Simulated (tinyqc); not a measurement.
Inside a calculation. Method: Hueckel theory of the pi electrons with the omega technique, for the molecule O=c1cccccc1 (SMILES; centres numbered as the heavy atoms are written). One step of it, computed by the program tinyqc.

Problem. Omega technique, round 1. h_r = h_r(0) + omega q_r, omega = 1, with q_r = z_r - P_rr; 0.7 of the old diagonal is kept.

Hueckel matrix in units of beta (H = alpha + beta A), lower triangle:
```
          1O        2C        3C        4C        5C        6C        7C        8C
1O  1.000000
2C  1.000000  0.000000
3C  0.000000  1.000000  0.000000
4C  0.000000  0.000000  1.000000  0.000000
5C  0.000000  0.000000  0.000000  1.000000  0.000000
6C  0.000000  0.000000  0.000000  0.000000  1.000000  0.000000
7C  0.000000  0.000000  0.000000  0.000000  0.000000  1.000000  0.000000
8C  0.000000  1.000000  0.000000  0.000000  0.000000  0.000000  1.000000  0.000000
```

charge and bond-order matrix P, lower triangle:
```
           1O         2C         3C         4C         5C        6C        7C        8C
1O   1.734631
2C   0.534344   0.829721
3C  -0.185283   0.539585   0.926027
4C  -0.180041   0.138467   0.705352   0.888761
5C   0.143709  -0.180041   0.101201   0.598910   0.903035
6C   0.143709  -0.180041  -0.286484   0.115476   0.687887  0.903035
7C  -0.180041   0.138467  -0.165767  -0.197507   0.115476  0.598910  0.888761
8C  -0.185283   0.539585   0.227444  -0.165767  -0.286484  0.101201  0.705352  0.926027
```

Centres:
```
centre  z_r, pi electrons of the neutral centre         h
1O                                            1  1.000000
2C                                            1  0.000000
3C                                            1  0.000000
4C                                            1  0.000000
5C                                            1  0.000000
6C                                            1  0.000000
7C                                            1  0.000000
8C                                            1  0.000000
```

Give: matrix after round 1.

Solution.

matrix after round 1, lower triangle:
```
        1O      2C      3C      4C      5C      6C      7C      8C
1O  0.7796
2C  1.0000  0.0511
3C  0.0000  1.0000  0.0222
4C  0.0000  0.0000  1.0000  0.0334
5C  0.0000  0.0000  0.0000  1.0000  0.0291
6C  0.0000  0.0000  0.0000  0.0000  1.0000  0.0291
7C  0.0000  0.0000  0.0000  0.0000  0.0000  1.0000  0.0334
8C  0.0000  1.0000  0.0000  0.0000  0.0000  0.0000  1.0000  0.0222
```
